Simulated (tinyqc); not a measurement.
Cluster expansion of a binary alloy: correlations, fit, cross-validation and ground states: one step, computed by the program tinyqc.

s = +1 for A and -1 for B. Energy per site E = J0 + J1 P(point) + sum over clusters of m V P, with P the mean product of spins; V > 0 on a pair favours unlike neighbours. Clusters per site m: pair 1 6, pair 2 3, pair 3 12, triplet 8; the triplet is the triangle of first neighbours. Formation energies are counted from the line between pure A and pure B, which removes J0 and J1.

Task: Formation energies. Exact: X V with V = (V1, V2, V3, Vt). The data to fit add the noise amplitude times the normal numbers, standing for what the clusters leave out.

Inputs (values chosen for the exercise, for a model alloy):
```
quantity                    value      unit
first-pair interaction V1    9.35       meV
second-pair interaction V2     -4       meV
third-pair interaction V3   -0.11       meV
triplet interaction Vt       0.31       meV
noise amplitude              0.29  meV/site
```

Lattice: fcc.

X:
```
                     pair 1    pair 2     pair 3   triplet
A                   0.00000   0.00000    0.00000   0.00000
A3B L1_2           -6.00000   0.00000  -12.00000  -8.00000
A3B D0_22          -6.00000  -1.00000   -8.00000  -8.00000
A3B (001) layers   -4.00000  -1.00000  -12.00000   0.00000
A2B (001) layers   -5.33333  -1.33333  -16.00000   0.00000
AB L1_0            -8.00000   0.00000  -16.00000   0.00000
AB L1_1            -6.00000  -6.00000  -12.00000   0.00000
A2B2 (001) layers  -4.00000  -2.00000  -16.00000   0.00000
AB2 (001) layers   -5.33333  -1.33333  -16.00000   0.00000
AB3 L1_2           -6.00000   0.00000  -12.00000   8.00000
AB3 D0_22          -6.00000  -1.00000   -8.00000   8.00000
AB3 (001) layers   -4.00000  -1.00000  -12.00000   0.00000
B                   0.00000   0.00000    0.00000   0.00000
```

standard normal numbers for the noise (0 for the pure ends): A 0.000, A3B L1_2 -1.641, A3B D0_22 0.282, A3B (001) layers 0.907, A2B (001) layers -0.541, AB L1_0 -0.087, AB L1_1 1.813, A2B2 (001) layers 0.171, AB2 (001) layers 1.109, AB3 L1_2 0.881, AB3 D0_22 -0.672, AB3 (001) layers 0.500, B 0.000

Give: exact energies; data.

Result:

exact energies (meV/site): A 0.000, A3B L1_2 -57.260, A3B D0_22 -53.700, A3B (001) layers -32.080, A2B (001) layers -42.773, AB L1_0 -73.040, AB L1_1 -30.780, A2B2 (001) layers -27.640, AB2 (001) layers -42.773, AB3 L1_2 -52.300, AB3 D0_22 -48.740, AB3 (001) layers -32.080, B 0.000

data (meV/site): A 0.000, A3B L1_2 -57.736, A3B D0_22 -53.618, A3B (001) layers -31.817, A2B (001) layers -42.930, AB L1_0 -73.065, AB L1_1 -30.254, A2B2 (001) layers -27.590, AB2 (001) layers -42.452, AB3 L1_2 -52.045, AB3 D0_22 -48.935, AB3 (001) layers -31.935, B 0.000
